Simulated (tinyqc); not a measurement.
Collinear exchange A + BC -> AB + C on a London-Eyring-Polanyi-Sato surface: saddle, string of images and rate: one step, computed by the program tinyqc.

x = r(AB), y = r(BC), r(AC) = x + y. V is counted from separated atoms, the barrier from A + BC, that is V + D(BC).

Task: One point of the surface. For each pair, with u = exp(-beta (r - r0)): Q = D [(3 + S) u^2 - (2 + 6 S) u]/(4 (1 + S)), J = D [(1 + 3 S) u^2 - (6 + 2 S) u]/(4 (1 + S)); V = Q1 + Q2 + Q3 - sqrt(((J1 - J2)^2 + (J2 - J3)^2 + (J3 - J1)^2)/2). Take x = r0(AB) + 0.3 and y = r0(BC) + 0.1 angstrom.

Inputs (values chosen for the exercise, bond data loosely for abstraction of hydrogen from a Si-H bond by a hydrogen atom; the barrier is not fitted):
```
quantity,value,unit
D(AB),4.7,eV
r0(AB),0.742,angstrom
beta(AB),1.94,1/angstrom
D(BC),4.1,eV
r0(BC),1.48,angstrom
beta(BC),1.52,1/angstrom
D(AC),4.16,eV
r0(AC),1.48,angstrom
beta(AC),1.52,1/angstrom
Sato parameter S,0.13,-
```

Give: the table «Pair terms» with the columns u, Q (eV), J (eV), for pair = AB, BC, AC; V.

Result:

Pair terms:
```
pair,u,Q (eV),J (eV)
AB,0.5588,-0.5991,-3.186
BC,0.8590,-0.0712,-3.947
AC,0.1763,-0.3615,-0.976
```

V = -3.705 eV
